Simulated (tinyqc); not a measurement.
Geometry relaxation of a small cluster: one step, computed by the program tinyqc.

E = sum_i {sum_j A exp(-p (r_ij/r0 - 1)) - xi sqrt(rho_i)}, rho_i = sum_j exp(-2 q (r_ij/r0 - 1)); the force on i is -sum_j w_ij (R_i - R_j)/r_ij with w_ij = -(2p/r0) A exp(-p (r_ij/r0 - 1)) + (xi q/r0) exp(-2 q (r_ij/r0 - 1)) (rho_i^(-1/2) + rho_j^(-1/2)).

Question. Energy and forces at the start. Evaluate E and the forces at the starting positions.

Inputs (values chosen for the exercise, for model atoms):
```
quantity     value      unit
length r0     2.49  angstrom
repulsion A   0.11        eV
hopping xi    1.13        eV
decay p       9.85         -
decay q       3.33         -
```

Potential: Gupta. Method: BFGS.

starting positions (angstrom):
```
            x      y      z
atom 1   0.14  -0.01   0.12
atom 2   2.36  -0.05  -0.02
atom 3   2.17   2.31  -0.14
atom 4  -0.14    2.5   0.12
atom 5   1.13   1.23   1.43
atom 6   0.97   1.34  -1.47
```

Give: distances; energy at the start; forces.

Answer.

distances (angstrom): 1-2 2.2248, 1-3 3.0937, 1-4 2.5256, 1-5 2.0576, 1-6 2.2449, 2-3 2.3707, 2-4 3.5738, 2-5 2.2921, 2-6 2.4427, 3-4 2.3323, 3-5 2.1709, 3-6 2.0371, 4-5 2.2230, 4-6 2.2596, 5-6 2.9065

energy at the start = -11.634 eV

forces (eV/angstrom):
```
              x        y        z
atom 1  -1.0090  -0.7690  -0.8066
atom 2   0.0458   0.2637  -0.1802
atom 3   1.2642   0.9898   0.6560
atom 4  -0.0816  -0.0934  -0.1043
atom 5   0.5384   0.4666   1.5827
atom 6  -0.7578  -0.8577  -1.1476
```
